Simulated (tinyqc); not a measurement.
Off-state leakage of single and stacked transistors: two steps of the calculation.

n-channel devices of unit width. Subthreshold current I(Vg, Vs, Vd) = I0 (T/300 K)^0.5 exp[(Vg - Vs - VT(T) - gb (Vs - Vb) + dd (Vd - Vs))/(nf Vt)] (1 - exp(-(Vd - Vs)/Vt)), VT(T) = VT - cT (T - 300 K). Gate-edge tunnelling Ig (Vd/1 V) exp(ag (Vd - 1 V)), for a gate at 0 V, and band-to-band leakage Ab u exp(-Bb/u), u = Vd - Vb + 1 V, flow at a drain held at V; both are taken as independent of T. In a stack of off transistors (all gates at 0 V) the same subthreshold current passes through each.

Inputs (values chosen for the exercise); values of the order met in bulk silicon logic transistors:
- T = 300 K (temperature)
- V = 0.9 V (supply voltage)
- VT = 0.32 V (threshold at 300 K, zero drain and body bias)
- cT = 0.9 mV/K (fall of the threshold with temperature)
- I0 = 0.5 uA/um (current at threshold at 300 K)
- nf = 1.34 (slope factor)
- dd = 0.16 (drain-induced lowering per volt)
- gb = 0.22 (rise of the threshold per volt of source-body bias)
- Ig = 0.0007 uA/um (gate-edge tunnelling current at 1 V)
- ag = 5.7 1/V (exponential slope of the gate current)
- Ab = 30 uA/(um V) (prefactor of band-to-band leakage at the drain)
- Bb = 29 V (its exponential voltage)
- Vb = 0 V (body voltage)

Constants: q = 1.602176634e-19 C, kB = 1.380649e-23 J/K, Vt = kB T/q. Results are converted to the units shown.

Problem 1. Leakage of one transistor. Vg = Vs = 0, Vd = V; effective threshold VT(T) - gb Vb - dd V.

Give: effective threshold; parts; total; shares.

Solution 1.

effective threshold = 0.17600 V
parts (nA/um): subthreshold 3.1081, gate edge 0.35628, band-to-band 0.013402
total = 3.4778 nA/um
shares (%): subthreshold 89.370, gate edge 10.244, band-to-band 0.38536

The subthreshold part is the largest.

Problem 2. New Vx. Stack of two, Vx the node between them: I_low = I(0, 0, Vx), I_up = I(0, Vx, V), f = ln(I_up/I_low), f' = -(1 + gb + 2 dd)/(nf Vt) - 1/(Vt (exp(Vx/Vt) - 1)) - 1/(Vt (exp((V - Vx)/Vt) - 1)), Vx(new) = Vx - f/f'.

Vx at the start = 0.094 V

Find: I_low; I_up; f; f'; Vx after iteration 1.

Solution 2.

I_low = 0.07314 nA/um
I_up = 0.07349 nA/um
f = 0.004770
f' = -45.50 1/V
Vx after iteration 1 = 0.09410 V

tinyqc, about 0.03 s, one thread, Intel Xeon 2.30GHz (shared host): `OMP_NUM_THREADS=1 python tinyqc.py 2242070 2242071 out.jsonl`
